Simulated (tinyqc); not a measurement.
Plane-wave Kohn-Sham cycle with exchange-only LDA in a layered model solid, step by step. Computed by tinyqc, a small Python program that keeps every step. Settings: points = 16, plane-wave index or count = 3, electrons = 4, k points = 2, area = 18.0, mixing = 0.5, iteration cap = 57. Command: `OMP_NUM_THREADS=1 python tinyqc.py 26914 26915 out.jsonl` (the two numbers bound the seeds that draw the settings). One thread of a shared host (Intel(R) Xeon(R) Processor @ 2.60GHz), about 0.01 s of CPU time with the checks. Later iterations appear only in the table of the cycle.

## Iteration 1: potential

A solid whose potential varies along x alone (atomic units):
```
parameter                      value
period a                    8.900000
cross-section of the cell  18.000000
electrons per cell                 4
grid points                       16
plane waves -n..n, n               3
k points                           2
V1 in V1 cos(2 pi x/a)     -0.710000
V2 in V2 cos(4 pi x/a)      0.020000
```

density at the start, on the grid x_j = j a/N (e/bohr^3): 0.02496879  0.02496879  0.02496879  0.02496879  0.02496879  0.02496879  0.02496879  0.02496879  0.02496879  0.02496879  0.02496879  0.02496879  0.02496879  0.02496879  0.02496879  0.02496879

V_H(G) = 4 pi rho(G)/G^2 for G != 0 (uniform background); v_x = -(3 rho/pi)^(1/3); V = V_ext + V_H + v_x; Fourier components f(G_m) = (1/N) sum_j f(x_j) exp(-i G_m x_j).

Potentials on the grid (hartree):
```
x             V_ext       V_H        v_x          V
0.000000  -0.690000  0.000000  -0.287821  -0.977821
0.556250  -0.641812  0.000000  -0.287821  -0.929634
1.112500  -0.502046  0.000000  -0.287821  -0.789867
1.668750  -0.285847  0.000000  -0.287821  -0.573669
2.225000  -0.020000  0.000000  -0.287821  -0.307821
2.781250   0.257563  0.000000  -0.287821  -0.030258
3.337500   0.502046  0.000000  -0.287821   0.214224
3.893750   0.670097  0.000000  -0.287821   0.382275
4.450000   0.730000  0.000000  -0.287821   0.442179
5.006250   0.670097  0.000000  -0.287821   0.382275
5.562500   0.502046  0.000000  -0.287821   0.214224
6.118750   0.257563  0.000000  -0.287821  -0.030258
6.675000  -0.020000  0.000000  -0.287821  -0.307821
7.231250  -0.285847  0.000000  -0.287821  -0.573669
7.787500  -0.502046  0.000000  -0.287821  -0.789867
8.343750  -0.641812  0.000000  -0.287821  -0.929634
```

V(G_m), m = 0, 1, 2, ... (hartree): -0.287821  -0.355000  0.010000  0.000000  0.000000  0.000000  0.000000

## Iteration 1: Hamiltonian at one k

k = 0.250000 2 pi / a

H(m,m') = (k + G_m)^2/2 delta + V(G_m - G_m'), with V(-G) = V(G).

H (hartree):
```
           -3         -2         -1         +0         +1         +2         +3
-3   1.596761  -0.355000   0.010000   0.000000   0.000000   0.000000   0.000000
-2  -0.355000   0.475357  -0.355000   0.010000   0.000000   0.000000   0.000000
-1   0.010000  -0.355000  -0.147646  -0.355000   0.010000   0.000000   0.000000
+0   0.000000   0.010000  -0.355000  -0.272246  -0.355000   0.010000   0.000000
+1   0.000000   0.000000   0.010000  -0.355000   0.101555  -0.355000   0.010000
+2   0.000000   0.000000   0.000000   0.010000  -0.355000   0.973759  -0.355000
+3   0.000000   0.000000   0.000000   0.000000   0.010000  -0.355000   2.344364
```

## Iteration 1: levels at that k

Diagonalise the Hermitian matrix.

eigenvalues (hartree): -0.709152  -0.201189  0.226896  0.582148  1.031651  1.706686  2.434862

## Iteration 1: new density

Motion across x is left out: the lowest 2 band(s) hold two electrons at each of the k points (j + 1/2)/nk - 1/2. Residual R = rho(out) - rho(in); rho(new) = rho(in) + 0.5 R. rho(out) = 2/(a A nk) sum |psi|^2 with psi = sum c exp(i G x). Harris energy E = band energy - dV sum rho (V_H/2 + v_x) + (3/4) dV sum rho v_x with rho(in), dV = a A/N, band energy = (2/nk) sum of the filled levels.

rho(out) (e/bohr^3): 0.04526221  0.04955481  0.05175103  0.04024661  0.02214359  0.00904950  0.00307223  0.00102423  0.00055439  0.00102423  0.00307223  0.00904950  0.02214359  0.04024661  0.05175103  0.04955481

density after iteration 1 (e/bohr^3): 0.03511550  0.03726180  0.03835991  0.03260770  0.02355619  0.01700915  0.01402051  0.01299651  0.01276159  0.01299651  0.01402051  0.01700915  0.02355619  0.03260770  0.03835991  0.03726180

energy per cell = -1.53285972 hartree

## Iteration 2: potential

As before.

Potentials on the grid (hartree):
```
x             V_ext        V_H        v_x          V
0.000000  -0.690000   0.349208  -0.322471  -0.663263
0.556250  -0.641812   0.328668  -0.328911  -0.642056
1.112500  -0.502046   0.260667  -0.332111  -0.573490
1.668750  -0.285847   0.143020  -0.314604  -0.457431
2.225000  -0.020000  -0.003230  -0.282288  -0.305517
2.781250   0.257563  -0.144901  -0.253251  -0.140589
3.337500   0.502046  -0.256817  -0.237453   0.007775
3.893750   0.670097  -0.326787  -0.231526   0.111784
4.450000   0.730000  -0.350447  -0.230122   0.149430
5.006250   0.670097  -0.326787  -0.231526   0.111784
5.562500   0.502046  -0.256817  -0.237453   0.007775
6.118750   0.257563  -0.144901  -0.253251  -0.140589
6.675000  -0.020000  -0.003230  -0.282288  -0.305517
7.231250  -0.285847   0.143020  -0.314604  -0.457431
7.787500  -0.502046   0.260667  -0.332111  -0.573490
8.343750  -0.641812   0.328668  -0.328911  -0.642056
```

V(G_m), m = 0, 1, 2, ... (hartree): -0.282055  -0.204384  0.012063  0.001114  0.000410  0.000053  0.000087

## Iteration 2: Hamiltonian at one k

k = 0.250000 2 pi / a

As before.

H (hartree):
```
           -3         -2         -1         +0         +1         +2         +3
-3   1.602527  -0.204384   0.012063   0.001114   0.000410   0.000053   0.000087
-2  -0.204384   0.481123  -0.204384   0.012063   0.001114   0.000410   0.000053
-1   0.012063  -0.204384  -0.141879  -0.204384   0.012063   0.001114   0.000410
+0   0.001114   0.012063  -0.204384  -0.266480  -0.204384   0.012063   0.001114
+1   0.000410   0.001114   0.012063  -0.204384   0.107322  -0.204384   0.012063
+2   0.000053   0.000410   0.001114   0.012063  -0.204384   0.979525  -0.204384
+3   0.000087   0.000053   0.000410   0.001114   0.012063  -0.204384   2.350130
```

## Iteration 2: levels at that k

As before.

eigenvalues (hartree): -0.475414  -0.119092  0.174267  0.514164  0.997685  1.639926  2.380732

## Iteration 2: new density

As before.

rho(out) (e/bohr^3): 0.03834352  0.04087032  0.04339851  0.03868521  0.02746621  0.01594610  0.00819429  0.00437353  0.00328879  0.00437353  0.00819429  0.01594610  0.02746621  0.03868521  0.04339851  0.04087032

density after iteration 2 (e/bohr^3): 0.03672951  0.03906606  0.04087921  0.03564645  0.02551120  0.01647762  0.01110740  0.00868502  0.00802519  0.00868502  0.01110740  0.01647762  0.02551120  0.03564645  0.04087921  0.03906606

energy per cell = -1.09465697 hartree

## Convergence

Stop when sqrt(dV sum R^2) is below 1e-8, dV = a A/N.

Course of the cycle:
```
iteration  E (hartree)  norm of the residual
1          -1.53285972              2.60e-01
2          -1.09465697              7.08e-02
3          -1.07246034              2.12e-02
4          -1.07221349              1.01e-02
5          -1.07220581              4.91e-03
6          -1.07220725              2.40e-03
7          -1.07220824              1.18e-03
8          -1.07220862              5.89e-04
9          -1.07220874              2.95e-04
10         -1.07220878              1.49e-04
11         -1.07220879              7.54e-05
...                ...                   ...
15         -1.07220880              5.12e-06
16         -1.07220880              2.63e-06
17         -1.07220880              1.35e-06
18         -1.07220880              6.95e-07
19         -1.07220880              3.58e-07
20         -1.07220880              1.84e-07
21         -1.07220880              9.48e-08
22         -1.07220880              4.88e-08
23         -1.07220880              2.51e-08
24         -1.07220880              1.30e-08
25         -1.07220880              6.68e-09
```

Converged in 25 iterations. Before convergence this energy mixes input and output and is not variational, so it may rise towards its limit.
